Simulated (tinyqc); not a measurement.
From results back to parameters: deformation-potential model of the X valleys of a conduction band. Two cases, with inputs chosen for the exercise.

Problem. A uniaxial tension X1 along [100] acts on valleys along x, y, z, with shifts dE = Xd tr(e) + Xu a.e.a and Boltzmann shares. The ratio of the share of the y valleys to that of the x valleys is given.

s11 = (C11 + C12)/((C11 - C12)(C11 + 2 C12)), s12 = -C12/((C11 - C12)(C11 + 2 C12)), s44 = 1/C44; exx = s11 sxx + s12 (syy + szz) and cyclic, exy = s44 sxy/2; tension is positive. A uniaxial stress X along the unit vector n is s_ij = X n_i n_j. Biaxial (001) means sxx = syy = X.

Constants: kB = 8.617333262e-05 eV/K.

Case 1.

Values chosen (near those of GaP; the results hold for these values, not for the real material): C11 = 144.6 GPa; C12 = 63.7 GPa; C44 = 71.1 GPa; X1 = 0.7 GPa (size of the stress); T = 150 K (temperature).

n_y/n_x = 66.49553

Case 2.

Values chosen (near those of AlAs; the results hold for these values, not for the real material): C11 = 125.6 GPa; C12 = 53.1 GPa; C44 = 53.7 GPa; X1 = 1 GPa (size of the stress); T = 77 K (temperature).

n_y/n_x = 155236.6

Find: splitting dE_x - dE_y; Xu.

Solution. The splitting is kT ln(n_y/n_x), and it equals Xu (exx - eyy) = Xu (s11 - s12) X1; Xd drops out.

Case 1.

splitting dE_x - dE_y = 54.25 meV
Xu = 6.27 eV

Case 2.

splitting dE_x - dE_y = 79.31 meV
Xu = 5.75 eV

Computed by tinyqc, one run a case: `OMP_NUM_THREADS=1 python tinyqc.py N N+1 out.jsonl` with N = 1050813, 1051275; one thread of a shared Intel(R) Xeon(R) Processor @ 2.30GHz, about 0.03 s a run at most.
